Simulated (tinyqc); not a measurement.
Electron continuity equation in a given potential, Scharfetter-Gummel discretisation: error of the current against the mesh.

Steady state in one dimension: J = q mu n E + q D dn/dx with E = -dpsi/dx and D = mu Vt, dJ/dx = 0, fixed densities nL and nR at the ends. The potential is given, psi = U x/L, and is not changed by the electrons.

Fluxes J_i = (q D/h)(n_(i+1) P_i - n_i Q_i), d_i = (psi_(i+1) - psi_i)/Vt: Scharfetter-Gummel P = B(d), Q = B(-d), B(d) = d/(exp(d) - 1); central P = 1 - d/2, Q = 1 + d/2; upwind P = 1 + max(-d, 0), Q = 1 + max(d, 0). Balance at each inner node: J_i - J_(i-1) = 0. The reference is Scharfetter-Gummel on 4000 intervals or more. Errors are those of J on the first interval against the reference at its midpoint; errors under 1e-6 % are printed as 0.

Parameters, values chosen for the exercise; mobility close to that of silicon at room temperature:
```
symbol,value,unit,meaning
T,300,K,temperature
mu,1350,cm^2/(V s),electron mobility
L,5.3,um,length of the region
nL,2.7e15,cm^-3,density at x = 0
nR,3.3e14,cm^-3,density at x = L
U,0.14,V,potential difference psi(L) - psi(0)
```

Constants: q = 1.602176634e-19 C, kB = 1.380649e-23 J/K, Vt = kB T/q. Results are converted to the units shown.

The same in every row: reference J (A/cm^2) = -154.9.

Result of one run:
```
N	largest |d|	SG error (%)	central error (%)	upwind error (%)
80	0.06769	0	-8.11e-4	0.0753
```

What becomes of these results when the number of intervals N is changed from 80 to 20, all else the same?

Result of the changed run:
```
N	largest |d|	SG error (%)	central error (%)	upwind error (%)
20	0.2708	0	-0.0129	0.340
```

The whole series:
```
N	largest |d|	SG error (%)	central error (%)	upwind error (%)
5	1.083	0	-0.187	1.90
10	0.5415	0	-0.0507	0.779
20	0.2708	0	-0.0129	0.340
40	0.1354	0	-3.24e-3	0.157
80	0.06769	0	-8.11e-4	0.0753
160	0.03385	0	-2.03e-4	0.0368
```

From N = 80 to 160 the error shrinks by 4.0 (central), 2.0 (upwind); 4 marks second order and 2 first order. Scharfetter-Gummel has no error at any N here, being exact for this potential without sources.

Computed by the program tinyqc: `OMP_NUM_THREADS=1 python tinyqc.py 2220147 2220148 out.jsonl`, one thread of a shared Intel Xeon 2.30GHz, about 0.01 s for the whole run.
